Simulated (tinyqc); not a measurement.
Deep level with several charge states, and Shockley-Read-Hall recombination: one step. The neutral state. Five cases, with inputs chosen for the exercise.

Question. Solve for EF.

Energies from Ev. The defect has charge states +1, 0, -1 with weights 1, gm exp((EF - E1)/kT), exp((2 EF - E1 - E2)/kT); the shares are the weights over their sum. Boltzmann carriers: n = Nc exp((EF - Eg)/kT), p = Nv exp(-EF/kT). Neutrality: p - n + Nd + Nt <q> = 0.

Constants: kB = 8.617333262e-05 eV/K.

Give: EF; shares at EF; n; p.

Case 1.

Values chosen (gap and densities of states near those of Si at this temperature; not measured data): Eg = 1.135 eV (gap); Nc = 2.06e+19 1/cm^3 (conduction-band density of states); Nv = 8.74e+18 1/cm^3 (valence-band density of states); T = 250 K; E1 = 0.805 eV (level (+1/0) above Ev); E2 = 0.737 eV (level (0/-1) above Ev); gm = 1 (degeneracy of the middle state, the others 1); Nt = 1.3e+14 1/cm^3 (defects); Nd = -1.6e+15 1/cm^3 (ionised shallow donors minus acceptors).

Answer.

EF = 0.1872 eV

shares at EF: +1 1.000, 0 0.000, -1 0.000

n = 1.61 1/cm^3
p = 1.47e+15 1/cm^3

Without the defects the majority density would be 1.60e+15 1/cm^3; with them the density of these carriers is 1.47e+15, so they compensate part of the doping. Most defects are in the state +1. The level order is inverted (negative U), so the middle state is never the most common.

Case 2.

Values chosen (gap and densities of states near those of Si at this temperature; not measured data): Eg = 1.112 eV (gap); Nc = 3.5e+19 1/cm^3 (conduction-band density of states); Nv = 1.42e+19 1/cm^3 (valence-band density of states); T = 350 K; E1 = 0.544 eV (level (+1/0) above Ev); E2 = 0.782 eV (level (0/-1) above Ev); gm = 2 (degeneracy of the middle state, the others 1); Nt = 9e+13 1/cm^3 (defects); Nd = -1.1e+13 1/cm^3 (ionised shallow donors minus acceptors).

Answer.

EF = 0.5802 eV

shares at EF: +1 0.131, 0 0.869, -1 0.001

n = 7.71e+11 1/cm^3
p = 6.27e+10 1/cm^3

Without the defects the majority density would be 1.10e+13 1/cm^3; with them the density of these carriers is 6.27e+10, below that of the other kind: the type has inverted, so the defects more than cancel the doping. Most defects are in the state 0.

Case 3.

Values chosen (gap and densities of states near those of Si at this temperature; not measured data): Eg = 1.109 eV (gap); Nc = 3.41e+19 1/cm^3 (conduction-band density of states); Nv = 1.42e+19 1/cm^3 (valence-band density of states); T = 350 K; E1 = 0.445 eV (level (+1/0) above Ev); E2 = 0.734 eV (level (0/-1) above Ev); gm = 2 (degeneracy of the middle state, the others 1); Nt = 2.7e+13 1/cm^3 (defects); Nd = 8.9e+12 1/cm^3 (ionised shallow donors minus acceptors).

Answer.

EF = 0.6491 eV

shares at EF: +1 0.001, 0 0.970, -1 0.029

n = 8.14e+12 1/cm^3
p = 6.39e+09 1/cm^3

Without the defects the majority density would be 8.91e+12 1/cm^3; with them the density of these carriers is 8.14e+12, so they compensate part of the doping. Most defects are in the state 0.

Case 4.

Values chosen (gap and densities of states near those of Si at this temperature; not measured data): Eg = 1.101 eV (gap); Nc = 3.42e+19 1/cm^3 (conduction-band density of states); Nv = 1.42e+19 1/cm^3 (valence-band density of states); T = 350 K; E1 = 0.491 eV (level (+1/0) above Ev); E2 = 0.72 eV (level (0/-1) above Ev); gm = 2 (degeneracy of the middle state, the others 1); Nt = 1.1e+13 1/cm^3 (defects); Nd = -1.9e+13 1/cm^3 (ionised shallow donors minus acceptors).

Answer.

EF = 0.4269 eV

shares at EF: +1 0.807, 0 0.193, -1 0.000

n = 6.72e+09 1/cm^3
p = 1.01e+13 1/cm^3

Without the defects the majority density would be 1.90e+13 1/cm^3; with them the density of these carriers is 1.01e+13, so they compensate part of the doping. Most defects are in the state +1.

Case 5.

Values chosen (gap and densities of states near those of Si at this temperature; not measured data): Eg = 1.124 eV (gap); Nc = 2.73e+19 1/cm^3 (conduction-band density of states); Nv = 1.13e+19 1/cm^3 (valence-band density of states); T = 300 K; E1 = 0.261 eV (level (+1/0) above Ev); E2 = 0.807 eV (level (0/-1) above Ev); gm = 2 (degeneracy of the middle state, the others 1); Nt = 7.2e+14 1/cm^3 (defects); Nd = 8.6e+13 1/cm^3 (ionised shallow donors minus acceptors).

Answer.

EF = 0.7638 eV

shares at EF: +1 0.000, 0 0.914, -1 0.086

n = 2.42e+13 1/cm^3
p = 1.67e+06 1/cm^3

Without the defects the majority density would be 8.60e+13 1/cm^3; with them the density of these carriers is 2.42e+13, so they compensate part of the doping. Most defects are in the state 0.

Computed by tinyqc, one run a case: `OMP_NUM_THREADS=1 python tinyqc.py N N+1 out.jsonl` with N = 1682248, 1682274, 1682275, 1682468, 1682616; one thread of a shared Intel(R) Xeon(R) Processor @ 2.30GHz, about 0.01 s a run at most.
